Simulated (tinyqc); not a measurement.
Gap voltage and exponent from three temperatures.

Problem. At constant current VBE(T) = Vg0 - a T - eta (kB T/q) ln T, where a is a constant. Find Vg0, eta and dVBE/dT at the middle temperature.

Constants: q = 1.602176634e-19 C, kB = 1.380649e-23 J/K. Results are converted to the units shown.

T (K): [233, 253, 330]
VBE at a constant current (V): [0.7634438477, 0.7180091970, 0.5382069078]

Answer. The relation is linear in Vg0, a and eta, so three points give a linear system; the slope is (VBE - Vg0 - eta kB T/q)/T. eta rests on the curvature of VBE(T) alone, so real fits need accuracy of some tens of microvolts or better.

Vg0 = 1.21 V
eta = 4.10
dVBE/dT = -2.29 mV/K

Computed by the program tinyqc: `OMP_NUM_THREADS=1 python tinyqc.py 2062069 2062070 out.jsonl`, one thread of a shared Intel Xeon 2.30GHz, about 0.02 s for the whole run.
